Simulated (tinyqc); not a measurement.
From a target to a composition: model-solid line-up of a strained alloy layer on a substrate.

Problem. A layer of the alloy is strained to the substrate, and its gap (Ec minus the top valence edge) is given. Find x between 0.11 and 0.98, where the gap is monotonic.

All values of the alloy are linear in x but the gap, Eg(x) = (1 - x) Eg_A + x Eg_B - C x (1 - x), and the valence edge, Ev(x) = (1 - x) Ev_A + x Ev_B + fv C x (1 - x); Ec = Ev + Eg. Ev is the top of the unstrained valence band on a scale common to all materials. In the layer only the Gamma valley of the conduction band is followed, also where an X or L valley would lie lower.

Coherent growth on a (110) face: e_par = (a_s - a)/a, e_perp = -(C11 + 3 C12 - 2 C44)/(C11 + C12 + 2 C44) e_par; exx = eyy = (e_par + e_perp)/2, ezz = e_par, exy = (e_perp - e_par)/2, eyz = ezx = 0.

Strained edges: Ec + ac tr(e); the valence edges are Ev plus the levels of the 6 x 6 matrix of X, Y, Z times spin with -Dso/3 + l exx + m (eyy + ezz) on the diagonal (cyclic), n exy off it, l = av + 2 b, m = av - b, n = sqrt(3) d. Spin-orbit term (Dso/3) L.sigma on X, Y, Z with (L_k)_ij = -i epsilon_kij: <X+|H|Y+> = -i Dso/3, <X+|H|Z-> = Dso/3, <Y+|H|Z-> = -i Dso/3, <Z+|H|X-> = -Dso/3, <Z+|H|Y-> = i Dso/3, <X-|H|Y-> = i Dso/3, and their conjugates; + and - are the spin along z.

Inputs chosen for the exercise (A near AlAs, B near InAs, substrate near InP; the results hold for these values, not for the real material): a = (5.667, 6.053) angstrom (lattice constant of A, B); Eg = (3.135, 0.412) eV (gap at Gamma to the s-like level of A, B); Dso = (0.283, 0.394) eV (spin-orbit splitting of A, B); Ev = (-1.33, -0.59) eV (top of the unstrained valence band of A, B); ac = (-5.68, -5.06) eV (conduction deformation potential of A, B); av = (2.46, 0.99) eV (valence hydrostatic potential of A, B); b = (-2.29, -1.79) eV (tetragonal shear potential of A, B); d = (-3.42, -3.58) eV (trigonal shear potential of A, B); C11 = (123.2, 83.1) GPa (of A, B); C12 = (53.9, 46) GPa (of A, B); C44 = (54.2, 39.2) GPa (of A, B); C = 0.621 eV (bowing of the gap); fv = 0 (share of the bowing taken by the valence edge); a_s = 5.878 angstrom (substrate); face = 110 (growth face).

strained gap = 0.840336 eV

Find: x; e_par; gap of the relaxed alloy.

Solution. Bisect on x; the strained gap is 2.3111 eV at x = 0.11 and 0.5821 eV at x = 0.98.

x = 0.850
e_par = -1.953 %
gap of the relaxed alloy = 0.741 eV

Computed by tinyqc, a small Python program: `OMP_NUM_THREADS=1 python tinyqc.py 1081521 1081522 out.jsonl` (the numbers bound the seed that draws the inputs); one thread of a shared host (Intel(R) Xeon(R) Processor @ 2.30GHz), about 0.03 s for the whole set of steps.
